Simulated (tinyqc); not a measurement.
On-chip interconnect, size-dependent resistivity and RC delay: one step of the calculation.

A rectangular line between two neighbours and two ground planes. Surface and grain-boundary scattering are added to the bulk resistivity as corrections; capacitances are parallel-plate values without fringing; inductance is ignored.

Problem. Node voltages after a time step. A 1 V step is applied behind Rd at t = 0. C dv/dt = -G v + b, with G the conductance matrix of the ladder (1/Rs between neighbours, 1/Rd added at node 0) and b = (1 V/Rd, 0, ...). Trapezoidal step: (C/dt + G/2) v(new) = (C/dt - G/2) v + b.

Inputs (values chosen for the exercise):
- Rd = 20000 ohm (driver resistance)
- dt = 14 ps (time step)

Rs = 266.33886 ohm

```
node	C (fF)	v at t = 1 dt (V)
0	0.14761051	0.33955307
1	0.29522101	0.31934804
2	0.29522101	0.30273015
3	0.29522101	0.28951273
4	0.29522101	0.27954732
5	0.29522101	0.27272197
6	0.36761051	0.26896003
```

Find: v at t = 2 dt.

Solution.

v at t = 2 dt, node 0 to 6 (V): 0.4873  0.4927  0.4965  0.4990  0.5007  0.5017  0.5022

Range of the model: The metal width is under the mean free path, where the thick-limit surface term and the simple sum of corrections lose accuracy.

Program tinyqc, `OMP_NUM_THREADS=1 python tinyqc.py 2100130 2100131 out.jsonl`; Intel Xeon 2.30GHz, shared host, one thread, about 0.01 s.
